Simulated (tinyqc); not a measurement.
From results back to parameters: Lorentz oscillators and the Kramers-Kronig relations. Three cases, with inputs chosen for the exercise.

Problem. At normal incidence from vacuum the amplitude r = (1 - N)/(1 + N) with N = n + i k is written r = -sqrt(R) exp(i theta). R and the phase theta are given.

Case 1.

R = 0.153633
theta = 0.075531 rad

Case 2.

R = 0.182433
theta = 0.458493 rad

Case 3.

R = 0.773439
theta = 1.295090 rad

Find: n; k; eps1; eps2.

Solution. N = (1 - r)/(1 + r) = (1 + sqrt(R) exp(i theta))/(1 - sqrt(R) exp(i theta)); eps = N^2.

Case 1.

n = 2.276
k = 0.159
eps1 = 5.15
eps2 = 0.72

Case 2.

n = 1.963
k = 0.908
eps1 = 3.03
eps2 = 3.57

Case 3.

n = 0.175
k = 1.307
eps1 = -1.68
eps2 = 0.46

Computed by tinyqc, one run a case: `OMP_NUM_THREADS=1 python tinyqc.py N N+1 out.jsonl` with N = 1682260, 1682290, 1682344; one thread of a shared Intel(R) Xeon(R) Processor @ 2.30GHz, about 0.2 s a run at most.
